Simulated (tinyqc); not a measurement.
Mobility of a non-polar semiconductor in the relaxation-time approximation: one step, computed by the program tinyqc. Command: `OMP_NUM_THREADS=1 python tinyqc.py 3001020 3001021 out.jsonl rta walk`. One thread of a shared host (Intel(R) Xeon(R) Processor @ 2.30GHz), about 0.01 s of CPU time with the checks.

Each valley is treated as a sphere of mass m_d for states and rates, with one isotropic relaxation time; the conductivity mass m_c sets the current.

Problem. Rates at a few energies. Kane band: hbar^2 k^2/(2 m) = E (1 + alpha E), speed v = hbar k/(m (1 + 2 alpha E)), states per spin, volume and energy g(E) = m k (1 + 2 alpha E)/(2 pi^2 hbar^2); overlap factors are set to 1. Here m = m_d. Masses are multiplied by m_0 and all formulas are in SI units. Phonon occupation N_q = 1/(exp(hbar w/(k_B T)) - 1). Acoustic deformation potential (elastic, equipartition, absorption and emission together): 1/tau = 2 pi k_B T D_A^2 g(E)/(hbar rho v_l^2). Optical or intervalley deformation potential: 1/tau = (pi Z_f D_o^2/(rho w)) [N_q g(E + hbar w) + (N_q + 1) g(E - hbar w)], with g = 0 below the band edge. Each optical term is multiplied by (1 - f(E'))/(1 - f(E)), E' the final energy, for Pauli blocking. Singly charged impurities, momentum relaxation: 1/tau = N_I e^4 m (1 + 2 alpha E) Phi/(8 pi (eps_s eps_0)^2 hbar^3 k^3), with alpha = 0 for a parabolic band. Brooks-Herring: Phi = ln(1 + b) - b/(1 + b), b = 4 k^2 L_s^2.

Inputs (values chosen for the exercise, modelled on holes in silicon):
```
quantity                                          value       unit
non-parabolicity alpha                             0.28       1/eV
static permittivity eps_s                          11.7          -
density rho                                        2329     kg/m^3
sound velocity v_l                                 8820        m/s
acoustic deformation potential D_A                  5.1         eV
phonon energy hbar w                                 61        meV
optical or intervalley deformation potential D_o    8.7  1e8 eV/cm
final valleys Z_f                                     1          -
temperature T                                       350          K
```

Band: Kane. Impurity formula: Brooks-Herring. Further scattering: none.

reduced Fermi level eta = -7.630845

density-of-states mass m_d = 0.512 m_0

ionised impurity density N_I = 5.80e+15 1/cm^3

screening length L_s = 57.99028 nm

Constants: k_B = 8.617333262e-05 eV/K; k_B = 1.380649e-23 J/K; e = 1.602176634e-19 C; hbar = 1.054571817e-34 J s; m_0 = 9.1093837015e-31 kg; hbar = 6.582119569e-16 eV s; eps_0 = 8.8541878128e-12 F/m.

Give: Rates (1e12/s) at E = (max(eta, 0) + 0.5, 1, 2, 4) k_B T.

Solution.

Rates (1e12/s) at E = (max(eta, 0) + 0.5, 1, 2, 4) k_B T:
```
E (meV)  acoustic  optical  ionised impurity
15.1        1.025    0.976            0.4280
30.2        1.465    1.080            0.1669
60.3        2.116    1.271            0.0647
120.6       3.115    8.076            0.0250
```
